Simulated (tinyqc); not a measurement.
Trap density from two Hall measurements.

Question. p-type body, charge-sheet picture, full ionisation (an idealisation for deep acceptors), Boltzmann statistics for free electrons. e = Ec - EF at the surface. psi = Eg - Vt ln(Nv/Na) - e; N_dep = sqrt(2 eps0 eps_r Na (psi - Vt)/q); n_f = sqrt(N_dep^2 + 2 eps0 eps_r Vt Nc exp(-e/Vt)/q) - N_dep; Vg = Vfb + psi + q (N_dep + n_t + n_f)/Cox, Cox = eps0 eox/tox. Find e and n_t at both points and the mean trap density between them.

Values chosen for this exercise; band and dielectric values close to those of 4H silicon carbide:
```
symbol    value   unit                                   meaning
T           250      K                               temperature
Eg         3.32     eV                                  band gap
eps_r      9.58                            relative permittivity
Nc      1.29e19  cm^-3    conduction-band density of states at T
Nv      1.92e19  cm^-3       valence-band density of states at T
eox         3.9           relative permittivity of the insulator
tox          57     nm                       insulator thickness
Na       3.7e15  cm^-3                          acceptor density
Vfb       -2.39      V  flat-band voltage without trapped charge
```

Constants: q = 1.602176634e-19 C, kB = 1.380649e-23 J/K, Vt = kB T/q, eps0 = 8.8541878128e-14 F/cm where lengths are in cm. Results are converted to the units shown.

Vg (V): 3.0028671  6.2031193
free sheet density from the Hall effect (cm^-2): 4.2356628e8  2.7415022e10

Answer. Each n_f fixes e; what the gate voltage holds beyond psi, N_dep and n_f is trapped; the difference quotient is the density, smeared over a few Vt.

e (eV): 0.1990  0.1080
n_t (cm^-2): 5.903e11  1.734e12
mean trap density = 1.257e13 cm^-2 eV^-1

Computed by the program tinyqc: `OMP_NUM_THREADS=1 python tinyqc.py 2222249 2222250 out.jsonl`, one thread of a shared Intel Xeon 2.30GHz, about 0.02 s for the whole run.
